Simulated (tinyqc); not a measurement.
Temperature and segregation coefficient: dopant redistribution at a moving silicon-oxide interface during parabolic oxidation. Computed by tinyqc, a small Python program. Command: `OMP_NUM_THREADS=1 python tinyqc.py 3000538 3000539 out.jsonl segox walk`. One thread of a shared host (Intel(R) Xeon(R) Processor @ 2.30GHz), about 0.01 s of CPU time with the checks.

Uniformly doped silicon is oxidised with x_ox = sqrt(B t); the interface advances into the silicon by alpha x_ox, alpha = 0.44. The dopant does not move in the oxide, and at the interface C(silicon) = m C(oxide).

Inputs (values chosen for the exercise, modelled on boron in silicon under steam):

| quantity | value | unit |
|---|---|---|
| dopant prefactor D0 | 1.06 | cm^2/s |
| dopant activation energy E | 3.5 | eV |
| oxidation prefactor B0 | 424 | um^2/h |
| oxidation activation energy E_B | 0.77 | eV |
| segregation coefficient m = C(silicon)/C(oxide) | 0.4 | - |

Constants: k_B = 8.617333262e-05 eV/K.

Method:
- D = D0 exp(-E/(k_B T)), converted with 1 cm^2/s = 3.6e11 um^2/h; B = B0 exp(-E_B/(k_B T)); s = alpha sqrt(B/(4 D)), the interface advance over 2 sqrt(D t).
- Temperatures in kelvin are T(C) + 273.15.
- With the dopant diffusivity D and s = alpha x_ox/(2 sqrt(D t)), in the silicon C = C_B + (C_s - C_B) erfc(y/(2 sqrt(D t)))/erfc(s), y from the original surface. Dopant balance at the interface gives C_s/C_B = 1/[1 + (1/(m alpha) - 1) g], g = sqrt(pi) s exp(s^2) erfc(s).

C_s/C_B:

| T (C) | s | this m | m = 0.2 | m = 1/alpha | m = 10 |
|---|---|---|---|---|---|
| 850 | 9.7792 | 0.17675 | 0.08842 | 1 | 4.3243 |
| 900 | 5.3611 | 0.17843 | 0.08935 | 1 | 4.1655 |
| 950 | 3.0871 | 0.18291 | 0.09184 | 1 | 3.8069 |
| 1000 | 1.8564 | 0.19288 | 0.09744 | 1 | 3.2328 |
| 1050 | 1.1601 | 0.21140 | 0.10802 | 1 | 2.6021 |
| 1100 | 0.7502 | 0.24065 | 0.12524 | 1 | 2.0868 |
| 1150 | 0.5002 | 0.28128 | 0.15024 | 1 | 1.7293 |
| 1200 | 0.3428 | 0.33236 | 0.18360 | 1 | 1.4960 |

What follows from these numbers?

s falls from 9.78 to 0.343 as T rises, because diffusion has the larger activation energy (3.5 against 0.77 eV); the ratio for this m moves from 0.177 to 0.332, towards 1. At m = 1/alpha the oxide takes exactly what the silicon held, and nothing moves. The ratio does not depend on time, since both lengths grow as sqrt(t).
